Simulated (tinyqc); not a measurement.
# Short-channel transistor, virtual-source model with series resistance: several studies

The current per gate width is the charge at the top of the source barrier (the virtual source) times its velocity times a saturation function; al and be are fitting constants of the model. Units: I in uA/um, Rs in ohm um, so I Rs = 1e-6 I Rs in volts; Q in uC/cm^2, so I = 1e-4 Q vx0 Fsat with vx0 in cm/s.

Parameters, values chosen for the exercise: temperature T = 300 K; inversion capacitance Cinv = 1.48 uF/cm^2; velocity at the virtual source vx0 = 9.59e6 cm/s; apparent mobility mu = 150 cm^2/(V s); channel length L = 12 nm; threshold at zero drain voltage VT0 = 0.42 V; drain-induced barrier lowering dl = 0.177 V/V; subthreshold factor n0 = 1.1; growth of n with drain voltage nd = 0 1/V; threshold shift (in units of Vt) from weak to strong inversion al = 3.5; sharpness of saturation be = 1.4; series resistance of each contact Rs = 70 ohm um.

Constants: q = 1.602176634e-19 C, kB = 1.380649e-23 J/K, Vt = kB T/q. Results are converted to the units shown.

Each table varies one quantity; the others keep the values above.

## Effect of the threshold at zero drain voltage on the on and off currents

Intrinsic voltages Vg' = Vgs - I Rs, Vd' = Vds - 2 I Rs. n = n0 + nd Vd', VT = VT0 - dl Vd', Ff = 1/(1 + exp((Vg' - VT + al Vt/2)/(al Vt))), Q = Cinv n Vt ln(1 + exp((Vg' - VT + al Vt Ff)/(n Vt))), Vdsat = (vx0 L/mu)(1 - Ff) + Vt Ff, Fsat = u/(1 + u^be)^(1/be) with u = Vd'/Vdsat, and I = Q vx0 Fsat per width. I is solved self-consistently. Ion is I at Vgs = Vds = 0.7 V, Ioff at Vgs = 0, Vds = 0.7 V, and Rlin = Vds/I at Vgs = 0.7 V, Vds = 0.05 V.

Results:
```
VT0 (V)	Ion (uA/um)	Ioff (nA/um)	log10(Ion/Ioff)	Rlin (ohm um)
0.15	813.7	3.647e4	1.348	252.3
0.2	753.9	1.411e4	1.728	264.5
0.25	694.1	4236	2.214	279.5
0.3	634.2	1055	2.779	298.2
0.4	514.6	46.48	4.044	353.1
0.45	455.0	8.806	4.713	395.1
0.5	395.8	1.607	5.391	453.9
```

Estimate the missing row, VT0 = 0.35 V.

Computed row:
```
VT0 (V)	Ion (uA/um)	Ioff (nA/um)	log10(Ion/Ioff)	Rlin (ohm um)
0.35	574.4	231.4	3.395	322.0
```

With this row back in the table: As VT0 goes from 0.15 to 0.5 V, Ion falls from 814 to 396 uA/um, Ioff falls from 36500 to 1.61 nA/um and Rlin rises from 252 to 454 ohm um. Ion changes by a factor of 0.486 and Ioff by 4.41e-5. The off current depends on it through an exponential, the on current about linearly. For VT0 = 0.15 to 0.3 V the off current passes 1 uA/um, so the device is hardly off at Vgs = 0.

## Effect of the channel length on the on and off currents

Same model as above.

mu, vx0, VT0, dl and n0 are held fixed.

Effect of the channel length on the on and off currents:
```
L (nm)	Ion (uA/um)	Ioff (nA/um)	log10(Ion/Ioff)	Rlin (ohm um)
10	494.17	24.037	4.3130	337.05
15	485.25	24.019	4.3054	414.59
24	467.49	23.986	4.2898	551.31
36	442.62	23.940	4.2669	731.88
55	404.29	23.862	4.2290	1017.0
85	351.19	23.732	4.1702	1467.4
130	289.57	23.519	4.0903	2144.0
200	224.72	23.159	3.9869	3198.0
```

As L goes from 10 to 200 nm, Ion falls from 494 to 225 uA/um, Ioff falls from 24.0 to 23.2 nA/um and Rlin rises from 337 to 3200 ohm um. Ion changes by a factor of 0.455 and Ioff by 0.963. At L = 200 nm the channel is long for this model, whose fixed vx0 belongs to short devices.

## Supply voltage at a fixed off current

For each supply Vdd, VT0 is set so that I(Vgs = 0, Vds = Vdd) = 1 nA/um; Ion = I(Vdd, Vdd); C = Cinv L + 0.53 fF/um of parasitic capacitance; delay C Vdd/Ion, energy C Vdd^2.

Supply voltage at a fixed off current:
```
Vdd (V)	VT0 (V)	Ion (uA/um)	delay (ps)	energy (fJ/um)
0.4	0.4604	60.11	4.709	0.1132
0.5	0.4783	152.1	2.326	0.1769
0.6	0.4961	261.8	1.622	0.2547
0.7	0.5138	379.5	1.305	0.3467
0.8	0.5315	501.0	1.130	0.4529
0.9	0.5493	624.2	1.020	0.5732
1	0.5670	748.3	0.9456	0.7076
1.1	0.5847	872.8	0.8918	0.8562
```

What does the table show?

The VT0 needed rises from 0.460 to 0.585 V and Ion rises from 60.1 to 873 uA/um. The delay falls from 4.71 to 0.892 ps, while the energy grows as Vdd^2. Going from 0.4 to 0.5 V changes the delay by -51 %, going from 1 to 1.1 V by -5.7 %.

Program tinyqc, `OMP_NUM_THREADS=1 python tinyqc.py 2380021 2380022 out.jsonl`; Intel Xeon 2.30GHz, shared host, one thread, about 0.01 s.
